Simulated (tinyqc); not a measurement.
Silicon n-p-n transistor, Gummel numbers and transit times: two steps of the calculation.

One-dimensional n-p-n transistor in the forward active mode at low injection. In the base p(x) = NB exp(-eta x/wb) and ni(x)^2 = ni^2 exp((g0 + g1 x/wb)/Vt); electrons leave the base at vsat; band spikes at the emitter junction and recombination inside the emitter are ignored.

Values chosen for this exercise; band and dielectric values close to those of silicon:
- T = 300 K (temperature)
- Eg = 1.13 eV (band gap)
- eps_r = 11.6 (relative permittivity)
- Nc = 2.83e19 cm^-3 (conduction-band density of states at T)
- Nv = 2.64e19 cm^-3 (valence-band density of states at T)
- vsat = 1e7 cm/s (saturation velocity)
- wb = 52 nm (neutral base width)
- NB = 1.6e18 cm^-3 (base doping at the emitter edge)
- eta = 0 (doping falls as exp(-eta x/wb))
- g0 = 0 eV (gap reduction at the emitter edge of the base)
- g1 = 0 eV (further gap reduction across the base (linear))
- Dn = 8.3 cm^2/s (electron diffusion coefficient in the base)
- NE = 9.8e19 cm^-3 (emitter doping)
- gE = 0.129 eV (gap reduction in the emitter (negative: wider gap))
- we = 90 nm (neutral emitter width)
- Dp = 1.4 cm^2/s (hole diffusion coefficient in the emitter)
- Se = 4e5 cm/s (recombination velocity at the emitter contact)
- tb = 1e-8 s (electron lifetime in the base)
- NC = 1.8e16 cm^-3 (collector doping)
- VCB = 0.4 V (collector-base reverse bias)

Constants: q = 1.602176634e-19 C, kB = 1.380649e-23 J/K, Vt = kB T/q, eps0 = 8.8541878128e-14 F/cm where lengths are in cm. Results are converted to the units shown.

Task 1. Base Gummel number and transit time. f(x) = p(x) ni^2/ni(x)^2; I(x) = integral from x to wb of f/Dn, plus f(wb)/vsat; base Gummel number GB = I(0); electron density per unit flux n/(J/q) = I/f; base transit time tauB = integral of I/f over the base. Trapezoid rule on 9 equal steps.

Find: x; f; I; I/f; GB; tauB.

Result 1.

| point | x (nm) | f (cm^-3) | I (s/cm^4) | I/f (s/cm) |
|---|---|---|---|---|
| 0 | 0.000 | 1.6000e18 | 1.1624e12 | 7.2651e-7 |
| 1 | 5.778 | 1.6000e18 | 1.0510e12 | 6.5689e-7 |
| 2 | 11.556 | 1.6000e18 | 9.3965e11 | 5.8728e-7 |
| 3 | 17.333 | 1.6000e18 | 8.2827e11 | 5.1767e-7 |
| 4 | 23.111 | 1.6000e18 | 7.1689e11 | 4.4806e-7 |
| 5 | 28.889 | 1.6000e18 | 6.0552e11 | 3.7845e-7 |
| 6 | 34.667 | 1.6000e18 | 4.9414e11 | 3.0884e-7 |
| 7 | 40.444 | 1.6000e18 | 3.8276e11 | 2.3922e-7 |
| 8 | 46.222 | 1.6000e18 | 2.7138e11 | 1.6961e-7 |
| 9 | 52.000 | 1.6000e18 | 1.6000e11 | 1.0000e-7 |

GB = 1.1624e12 s/cm^4
tauB = 2.1489 ps

Task 2. Gain, Early voltage and collector delay. ni = sqrt(Nc Nv) exp(-Eg/(2 Vt)), Eg in volts; GE = NE exp(-gE/Vt)(we/Dp + 1/Se); JC = J0 exp(VBE/Vt), J0 = q ni^2/GB; gain limited by back injection GE/GB, by base recombination tb/tauB, together 1/beta = the sum of the inverses; collector layer one-sided, Wc = sqrt(2 eps0 eps_r (Vbc + VCB)/(q NC)), Vbc = Vt ln(p(wb) NC/ni^2), Cjc = eps0 eps_r/Wc; Early voltage VA = GB q p(wb)/(f(wb) Cjc [1/Dn - (eta + g1/Vt)/(wb vsat)]), f(wb) = p(wb) exp(-(g0 + g1)/Vt), p(wb) = NB exp(-eta); tauC = Wc/(2 vsat).

GB = 1.1624096e12 s/cm^4
tauB = 2.1489157 ps

Find: ni; GE; J0; GE/GB; tb/tauB; beta; Wc; Cjc; VA; tauC.

Result 2.

ni = 8.8128e9 cm^-3
GE = 5.9553e12 s/cm^4
J0 = 1.0705e-11 A/cm^2
GE/GB = 5.1232
tb/tauB = 4653.5
beta = 5.1176
Wc = 300.44 nm
Cjc = 0.34186 fF/um^2
VA = 45.217 V
tauC = 1.5022 ps

The gain is limited more by back injection into the emitter. beta VA = 231 V.

Range of the model: Heavy doping makes emitter or base degenerate; gE and g0 are to be read as apparent gap changes that include this.

Program tinyqc, `OMP_NUM_THREADS=1 python tinyqc.py 2320134 2320135 out.jsonl`; Intel Xeon 2.30GHz, shared host, one thread, about 0.01 s.
